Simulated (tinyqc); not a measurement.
# Landau-Devonshire theory of a uniaxial ferroelectric, step by step

A worked calculation. Computed by tinyqc, a small Python program that keeps every step. Command: `OMP_NUM_THREADS=1 python tinyqc.py 3013565 3013566 out.jsonl ferro walk`. One thread of a shared host (Intel(R) Xeon(R) Processor @ 2.30GHz), about 0.01 s of CPU time with the checks. Intermediate numbers are printed to about 7 digits and carried at full precision; extremes and crossings named in words are read from the listed rows.

G(P) = (alpha/2) P^2 + (beta*/4) P^4 + (gamma/6) P^6 - E P per volume, SI units, one domain, P along the polar axis, which is normal to the film.

Inputs (values chosen for the exercise, modelled on barium titanate):
```
quantity                           value             unit
alpha_0                           685000      J m/(C^2 K)
Curie-Weiss temperature T0           381                K
beta                           -7.81e+08        J m^5/C^4
gamma                           1.69e+10        J m^9/C^6
temperature T                        291                K
misfit strain u_m                -0.0069                -
electrostriction Q12              -0.043          m^4/C^2
compliance s11 + s12             5.6e-12            m^2/N
applied field E                        5             MV/m
film thickness d                      40               nm
screening length lambda            0.019               nm
background permittivity eps_b          7                -
gradient coefficient g           1.3e-10        J m^3/C^2
series capacitance C_d               1.3  microfarad/cm^2
start of Newton steps P0/Ps            1                -
```

Sample: epitaxial film.

Constants: eps_0 = 8.8541878128e-12 F/m.

## Coefficients at T

alpha = alpha_0 (T - T0*), with clamping: T0* = T0 + 4 Q12 u_m/(alpha_0 (s11 + s12)), beta* = beta + 4 Q12^2/(s11 + s12).

T0* = 690.3848 K

alpha = -2.735786e+08 J m/C^2

beta* = 5.397143e+08 J m^5/C^4

Compression raises T0 by 309 K. beta* > 0: the transition is of second order, although the free crystal has a first-order one.

## Spontaneous polarisation, susceptibility, coercive field

Ps^2 = [-beta* + sqrt(beta*^2 - 4 alpha gamma)]/(2 gamma). chi = 1/(eps_0 G''), G'' = alpha + 3 beta* P^2 + 5 gamma P^4 at Ps. Ps, chi and the coercive field are for perfect screening, without a depolarising field. The intrinsic coercive field is |alpha P + beta* P^3 + gamma P^5| at the P_c where G'' = 0. 1 C/m^2 = 100 microcoulomb/cm^2.

spontaneous polarisation Ps = 33.50561 microcoulomb/cm^2

susceptibility chi = 116.0588

well depth G(Ps) = -9.670717 MJ/m^3

P_c = 21.93634 microcoulomb/cm^2

intrinsic coercive field = 45.73164 MV/m

P_c/Ps = 0.655, above the 0.577 of a quartic well, as the sixth-order term matters. Real switching runs by domain nucleation at far lower fields. Caution: far below T0* the expansion with linear alpha(T) is only a fit.

## Polarisation in the field by Newton steps

Solve G'(P) = alpha P + beta* P^3 + gamma P^5 - E = 0 by P(new) = P - G'/G'' from P0; stop when the step is below 1e-11 C/m^2 (G' under 1e-6 MV/m is shown as 0).

Newton steps:
```
step  P (microcoulomb/cm^2)      G' (MV/m)  G'' (MJ m/C^2)
1                  33.50561  -5.000000e+00         973.135
2                  34.01941   1.848042e-01        1045.593
3                  34.00174   2.249534e-04        1043.049
4                  34.00172              0        1043.045
```

P at the end of the steps = 34.00172 microcoulomb/cm^2

1/(eps_0 G'') there = 108.2799

The linear estimate Ps + eps_0 chi E gives 34.019; the field lowers chi by 6.7 %.

## The 180-degree wall

With the term (g/2) (dP/dx)^2, (g/2) P'^2 = G(P) - G(Ps) across the wall: energy = int_(-Ps)^(Ps) sqrt(2 g [G(P) - G(Ps)]) dP (40 Gauss-Legendre points); width = 2 Ps over the slope at P = 0, sqrt(2 |G(Ps)|/g). Elastic coupling inside the wall is left out.

wall energy = 23.28763 mJ/m^2

wall width = 1.737300 nm

## A capacitor with imperfect screening

Between shorted electrodes with screening length lambda each, the depolarising field is -k P, k = 2 lambda/(eps_0 (d + 2 lambda eps_b)), so alpha turns into alpha + k. The polar state is the lowest uniform state while alpha + k < 0 (beta* > 0) or < 3 beta*^2/(16 gamma) (beta* < 0); setting the equality gives the critical thickness d_c.

depolarising coefficient k = 1.065851e+08 J m/C^2

polarisation of the film = 29.10516 microcoulomb/cm^2

size of the depolarising field = 31.02176 MV/m

critical thickness d_c = 15.42147 nm

The film keeps 87 % of Ps.

## Thickness series

Domains are left out, though they can pre-empt both the loss of P and the state at P = 0. The second and third columns are for the shorted capacitor, polar only where it is the lowest uniform state: alpha + k < 0 (beta* > 0) or < 3 beta*^2/(16 gamma) (beta* < 0). The last column is another circuit, the film in series with C_d at P = 0: 1/C = (alpha d)/(1 + alpha eps_0 eps_b) + 1/C_d, and P = 0 is locally stable while 1/C > 0; a dash marks the rest.

Against thickness:
```
d (nm)  P (microcoulomb/cm^2)  depolarising field (MV/m)  C of the stack / C_d
1                     0.00000                    0.00000              1.003631
2                     0.00000                    0.00000              1.007288
3                     0.00000                    0.00000              1.010973
5                     0.00000                    0.00000              1.018423
8                     0.00000                    0.00000              1.029806
15                    0.00000                    0.00000              1.057382
30                   27.16019                   38.51347              1.121750
60                   30.76004                   21.90531              1.277257
150                  32.47988                    9.27659              2.186653
```

The polar state appears between 15 and 30 nm (d_c = 15.4 nm), and at 150 nm P is 96.9 % of Ps. The stack exceeds C_d wherever it is stable, up to 2.19 times: the ferroelectric held at P = 0 acts as a negative capacitance.

Checks made by the program: Ps against a numerical root of G'(P)/P (relative difference below 1e-10).
